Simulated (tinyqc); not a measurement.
Gated graphene: carriers, quantum capacitance and optical conductivity: one step. Quantum capacitance. Five cases, with inputs chosen for the exercise.

Question. 1/(eV angstrom^2) in C/e^2 equals 1602.176634 microfarad/cm^2; 1/C = 1/Cox + 1/Cq.

Cones E = +/- hv |k|, four flavours, D(E) = 2|E|/(pi hv^2). n = (2/pi)(kT/hv)^2 F_1(mu/kT), p = (2/pi)(kT/hv)^2 F_1(-mu/kT), in 1/angstrom^2 (1e16 for 1/cm^2); F_1(eta) = integral_0^infinity x dx/(1 + exp(x - eta)). Cq/e^2 = d(n - p)/d mu = (2 kT/(pi hv^2)) ln(2 + 2 cosh(mu/kT)).

Constants: kB = 8.617333262e-05 eV/K.

Give: Cq; C; Cq at mu = 0.

Case 1.

Values chosen (out of a larger set: Fermi velocity near that of graphene, gate dielectric near SiO2; not measured data): hv = 6.72 eV angstrom (hbar vF); T = 300 K.

mu = 0.126788 eV
Cox = 0.118941 microfarad/cm^2

Answer.

Cq = 2.872 microfarad/cm^2
C = 0.1142 microfarad/cm^2
Cq at mu = 0 = 0.8095 microfarad/cm^2

C is 0.960 of Cox.

Case 2.

Values chosen (out of a larger set: Fermi velocity near that of graphene, gate dielectric near hBN; not measured data): hv = 6.94 eV angstrom (hbar vF); T = 300 K.

mu = -0.157261 eV
Cox = 0.293074 microfarad/cm^2

Answer.

Cq = 3.333 microfarad/cm^2
C = 0.2694 microfarad/cm^2
Cq at mu = 0 = 0.7590 microfarad/cm^2

C is 0.919 of Cox.

Case 3.

Values chosen (out of a larger set: Fermi velocity near that of graphene, gate dielectric near HfO2; not measured data): hv = 6.85 eV angstrom (hbar vF); T = 400 K.

mu = 0.041037 eV
Cox = 5.14723 microfarad/cm^2

Answer.

Cq = 1.290 microfarad/cm^2
C = 1.031 microfarad/cm^2
Cq at mu = 0 = 1.039 microfarad/cm^2

C is 0.200 of Cox.

Case 4.

Values chosen (out of a larger set: Fermi velocity near that of graphene, gate dielectric near SiO2; not measured data): hv = 6.14 eV angstrom (hbar vF); T = 300 K.

mu = 0.363739 eV
Cox = 0.0123959 microfarad/cm^2

Answer.

Cq = 9.841 microfarad/cm^2
C = 0.01238 microfarad/cm^2
Cq at mu = 0 = 0.9696 microfarad/cm^2

C is 0.999 of Cox.

Case 5.

Values chosen (out of a larger set: Fermi velocity near that of graphene, gate dielectric near HfO2; not measured data): hv = 6.09 eV angstrom (hbar vF); T = 300 K.

mu = 0.050342 eV
Cox = 3.05292 microfarad/cm^2

Answer.

Cq = 1.574 microfarad/cm^2
C = 1.039 microfarad/cm^2
Cq at mu = 0 = 0.9856 microfarad/cm^2

C is 0.340 of Cox.

Computed by tinyqc, one run a case: `OMP_NUM_THREADS=1 python tinyqc.py N N+1 out.jsonl` with N = 1651732, 1652135, 1652198, 1652321, 1652690; one thread of a shared Intel(R) Xeon(R) Processor @ 2.30GHz, about 0.01 s a run at most.
